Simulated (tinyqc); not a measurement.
Resistance of a tapered via with liner, size effect and interface: one step of the calculation.

A round via whose diameter grows from db at the bottom as D(z) = db + 2 z/tan(ang). The fill, of diameter D - 2 tl, starts above the bottom liner (thickness fb tl) and has rho = rho0 (1 + ks lam/(D - 2 tl)); the sidewall liner conducts in parallel with it. The bottom liner and the interface are crossed over the full area pi db^2/4. Spreading in the lines above and below is left out.

Question. Total resistance. R_fill = sum of the slices; R_bottom = rl fb tl/(pi db^2/4); R_interface = ri/(pi db^2/4); ballistic (Sharvin) limit 1/(Sb pi (db - 2 tl)^2/4); ideal cylinder rho0 hv/(pi db^2/4).

Inputs (values chosen for the exercise); fill metal close to cobalt:
```
symbol    value      unit                                               meaning
db           26        nm                                diameter at the bottom
hv           88        nm                                                height
rho0       6.36   uohm cm                          bulk resistivity of the fill
tl          1.9        nm                                 liner on the sidewall
fb          0.5                   liner at the bottom over that on the sidewall
rl          200   uohm cm                              resistivity of the liner
ri      7.6e-12  ohm cm^2                   interface resistivity at the bottom
Sb         1e15     S/m^2  ballistic conductance per area, about 3/(4 rho0 lam)
```

slice resistance, slice 0 to 7 (ohm): 2.6866641  2.3959669  2.1490285  1.9376196  1.7553359  1.5971384  1.4590206  1.3377671

Wanted: parts; R; shares; ballistic limit; ideal cylinder.

Answer.

parts (ohm): fill 15.32, bottom liner 3.579, interface 1.431
R = 20.33 ohm
shares (%): fill 75.35, bottom liner 17.60, interface 7.04
ballistic limit = 2.583 ohm
ideal cylinder = 10.54 ohm

The fill is the largest part, and R is 1.93 times the ideal cylinder. With 2000 slices R = 20.339 ohm.

Program tinyqc, `OMP_NUM_THREADS=1 python tinyqc.py 2750006 2750007 out.jsonl`; Intel Xeon 2.30GHz, shared host, one thread, about 0.01 s.
